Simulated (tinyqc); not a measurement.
What moves the results: gated graphene: carriers, quantum capacitance and optical conductivity. A value that a table varies takes the place of the one given here.

Cones E = +/- hv |k|, four flavours, D(E) = 2|E|/(pi hv^2). n = (2/pi)(kT/hv)^2 F_1(mu/kT), p = (2/pi)(kT/hv)^2 F_1(-mu/kT), in 1/angstrom^2 (1e16 for 1/cm^2); F_1(eta) = integral_0^infinity x dx/(1 + exp(x - eta)). Cq/e^2 = d(n - p)/d mu = (2 kT/(pi hv^2)) ln(2 + 2 cosh(mu/kT)).

Gate: V = mu/e + e (n - p)/Cox with Cox/e^2 = k/(4 pi e2 t), t in angstrom, e2 = e^2/(4 pi eps0); 1/(eV angstrom^2) in C/e^2 equals 1602.176634 microfarad/cm^2; total 1/C = 1/Cox + 1/Cq.

Conductivity over sigma0 = e^2/(4 hbar): interband Re = sinh(E/2kT)/(cosh(mu/kT) + cosh(E/2kT)); intraband Re = (8 kT/pi) ln(2 cosh(mu/2kT)) Gm/(E^2 + Gm^2). A free sheet absorbs about pi alpha_f Re(sigma/sigma0), alpha_f the fine-structure constant (alpha among the constants).

Constants: kB = 8.617333262e-05 eV/K; e^2/(4 pi eps0) = 14.39964547 eV angstrom; fine-structure constant alpha = 0.007297352564.

Parameters, chosen for this exercise (Fermi velocity near that of graphene, gate dielectric near hBN; not measured data): hv = 7.09 eV angstrom (hbar vF); T = 300 K; k = 3.3 (dielectric constant of the gate layer); t = 10 nm (its thickness); Gm = 20 meV (intraband damping); V = 3.03 V (gate voltage from the neutrality point).

## Gate sweep

Results:
```
V (V)  mu (eV)  n - p (1/cm^2)  n + p (1/cm^2)  Cq (microfarad/cm^2)  C/Cox  Cox V/e (1/cm^2)
0       0.0000               0        1.39e+11                 0.727  0.713                 0
0.091   0.0251        1.20e+11        1.79e+11                 0.846  0.743          1.66e+11
0.24    0.0577        3.32e+11        3.50e+11                  1.28  0.814          4.38e+11
0.61    0.1106        9.11e+11        9.13e+11                  2.26  0.885          1.11e+12
1.2     0.1661        1.89e+12        1.89e+12                  3.37  0.920          2.19e+12
2.1     0.2274        3.41e+12        3.41e+12                  4.62  0.940          3.83e+12
3.0     0.2761        4.97e+12        4.97e+12                  5.60  0.950          5.47e+12
4.5     0.3428        7.58e+12        7.58e+12                  6.96  0.960          8.21e+12
6.7     0.4226        1.14e+13        1.14e+13                  8.57  0.967          1.22e+13
```

What does this show?

At neutrality n + p = 1.39e+11 1/cm^2 of thermal carriers remain and C/Cox = 0.713; at the last row C/Cox = 0.967 and the plain capacitor rule overstates n - p by 6.7 %. Between the last two rows mu goes as V^0.53; for |mu| well above kT the limits are 1/2 where Cox is small against Cq and 1 where it is large.

## Absorption spectrum

mu = 0.27762 eV

Results:
```
E (eV)  interband  intraband  absorption (%)
0.056      0.0001     1.9993           4.584
0.111      0.0002     0.5557           1.274
0.194      0.0009     0.1859           0.428
0.278      0.0047     0.0910           0.219
0.389      0.0386     0.0466           0.195
0.472      0.1666     0.0317           0.455
0.555      0.4989     0.0229           1.196
0.639      0.8348     0.0173           1.953
0.722      0.9618     0.0136           2.236
0.888      0.9984     0.0090           2.309
1.110      1.0000     0.0057           2.306
1.666      1.0000     0.0025           2.298
```

How do the results move?

The edge lies at 2|mu| = 0.555 eV and, for |mu| above about 3 kT (here 10.7), rises from 10 % to 90 % over about 8.8 kT = 0.227 eV. The absorption is lowest, 0.195 %, at 0.389 eV of those listed, between the Drude tail and the edge; at the last row it is 2.298 % against pi alpha_f = 2.293 %. The thin-sheet formula fails where the absorption is large, and trigonal warping matters above about 1.5 eV.

## What moves the Fermi level

All results formed anew. Each row changes one parameter from the base and keeps the others.

Results:
```
case                  mu (eV)  n - p (1/cm^2)   C/Cox
base                   0.2776       5.020e+12  0.9507
V = 3.939 V            0.3194       6.601e+12  0.9569
t = 7 nm               0.3300       7.034e+12  0.9413
k = 3.96               0.3034       5.967e+12  0.9461
hv = 7.8 eV angstrom   0.3046       4.970e+12  0.9459
T = 400 K              0.2747       5.025e+12  0.9502
```

What does this show?

The largest shifts from the base row, up to three for each result and ties (the steps differ in size, so this ranks the rows, not the parameters). mu (eV): t +0.0524, V +0.0418, hv +0.0270. n - p (1/cm^2): t +2.01e+12, V +1.58e+12, k +9.48e+11. C/Cox: t -0.0094, V +0.0062, hv -0.0048.

tinyqc: `OMP_NUM_THREADS=1 python tinyqc.py 1680998 1680999 out.jsonl`; about 0.01 s, one thread, shared Intel(R) Xeon(R) Processor @ 2.30GHz.
